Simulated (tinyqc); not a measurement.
# Free and trapped electrons in a MOS channel with a dense trap tail, step by step

Numbers from tinyqc (`OMP_NUM_THREADS=1 python tinyqc.py 2222234 2222235 out.jsonl`; about 0.02 s on one thread of a shared Intel Xeon 2.30GHz). Printed values are rounded.

p-type body, charge-sheet picture, full ionisation (an idealisation for deep acceptors), Boltzmann statistics for free electrons. e = Ec - EF at the surface. Acceptor-like traps of density D(E) = D0 + De exp(-E/Ew) at depth E below Ec, from 0 to Eu, hold n_t = integral of D(E)/(1 + exp((e - E)/Vt)). psi = Eg - Vt ln(Nv/Na) - e; N_dep = sqrt(2 eps0 eps_r Na (psi - Vt)/q); n_f = sqrt(N_dep^2 + 2 eps0 eps_r Vt Nc exp(-e/Vt)/q) - N_dep; Vg = Vfb + psi + q (N_dep + n_t + n_f)/Cox, Cox = eps0 eox/tox.

Values chosen for this exercise; band and dielectric values close to those of 4H silicon carbide: temperature T = 400 K; band gap Eg = 3.3 eV; relative permittivity eps_r = 9.89; conduction-band density of states at T Nc = 2.57e19 cm^-3; valence-band density of states at T Nv = 3.79e19 cm^-3; relative permittivity of the insulator eox = 3.9; insulator thickness tox = 28 nm; acceptor density Na = 4.8e15 cm^-3; flat-band voltage without trapped charge Vfb = -2.67 V; constant background density of acceptor-like traps D0 = 1.6e10 cm^-2 eV^-1; density of the tail at the conduction edge De = 1.5e13 cm^-2 eV^-1; decay energy of the tail Ew = 0.11 eV; depth below Ec down to which the traps reach Eu = 0.65 eV; mobility of free electrons mf = 220 cm^2/(V s); Ec - EF at the surface e = 0.142 eV.

Constants: q = 1.602176634e-19 C, kB = 1.380649e-23 J/K, Vt = kB T/q, eps0 = 8.8541878128e-14 F/cm where lengths are in cm. Results are converted to the units shown.

## Trapped charge

Trapezoid rule on 16 equal steps from 0 to Eu, f = 1/(1 + exp((e - E)/Vt)).

| point | E (eV) | D(E) f (cm^-2 eV^-1) |
|---|---|---|
| 0 | 0 | 2.40122e11 |
| 1 | 0.0406250 | 5.20893e11 |
| 2 | 0.08125 | 1.05213e12 |
| 3 | 0.121875 | 1.77932e12 |
| 4 | 0.1625 | 2.21684e12 |
| 5 | 0.203125 | 2.03682e12 |
| 6 | 0.243750 | 1.56981e12 |
| 7 | 0.284375 | 1.12854e12 |
| 8 | 0.325 | 7.93609e11 |
| 9 | 0.365625 | 5.55356e11 |
| 10 | 0.406250 | 3.89208e11 |
| 11 | 0.446875 | 2.74050e11 |
| 12 | 0.4875 | 1.94384e11 |
| 13 | 0.528125 | 1.39304e11 |
| 14 | 0.568750 | 1.01229e11 |
| 15 | 0.609375 | 7.49112e10 |
| 16 | 0.65 | 5.67198e10 |

n_t = 5.27102e11 cm^-2

With 1600 steps n_t = 5.278e11 cm^-2; the coarse value is 0.13 % below it.

## Charges and gate voltage

psi, N_dep, n_f and Vg as defined, with the n_t given; free share n_f/(n_f + n_t); apparent mobility mf n_f/(n_f + n_t); gate voltage spent on traps q n_t/Cox.

psi = 2.84867 V
N_dep = 3.84265e11 cm^-2
n_f = 1.68026e11 cm^-2
Vg = 1.58095 V
free share = 24.1719 %
apparent mobility = 53.1783 cm^2/(V s)
gate voltage spent on traps = 0.684778 V
